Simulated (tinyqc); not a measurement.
From results back to parameters: valley splitting in a one-orbital chain of atomic planes (second-neighbour model). Two cases, with inputs chosen for the exercise.

Problem. For E(phi) = e0 + 2 v cos(phi) + 2 u cos(2 phi) with u, v > 0 and planes a/4 apart, the heights of the band at phi = 0 and phi = pi above its minimum were computed from hidden u and v; c = hbar^2/2m0.

Constants: hbar^2/2m0 = 3.80998211 eV angstrom^2.

Find: u, v; phi0; mass at the minimum.

Method. E - Emin = 4u (cos(phi) + v/(4u))^2. The difference of the two heights is 4v, and for v < 4u the sum of their square roots is 4 sqrt(u). The mass is (2c)/((a/4)^2 (8u - v^2/(2u))).

Case 1.

Values chosen (out of a larger set: near those of the Delta valleys of silicon; abrupt walls in this chain split the valleys several times more than measured wells; not measured data): a = 5.431 angstrom (lattice constant; planes lie a/4 apart).

E(0) - Emin = 3.823951 eV
E(pi) - Emin = 1.323951 eV

Solution.

u, v (eV): 0.603  0.625

phi0 = 1.8329 rad
mass at the minimum = 0.919 m0

Case 2.

Values chosen (out of a larger set: near those of the Delta valleys of silicon; abrupt walls in this chain split the valleys several times more than measured wells; not measured data): a = 5.427 angstrom (lattice constant; planes lie a/4 apart).

E(0) - Emin = 4.056732 eV
E(pi) - Emin = 1.376732 eV

Solution.

u, v (eV): 0.635  0.670

phi0 = 1.8377 rad
mass at the minimum = 0.876 m0

Computed by tinyqc, one run a case: `OMP_NUM_THREADS=1 python tinyqc.py N N+1 out.jsonl` with N = 1481114, 1481116; one thread of a shared Intel(R) Xeon(R) Processor @ 2.30GHz, about 0.01 s a run at most.
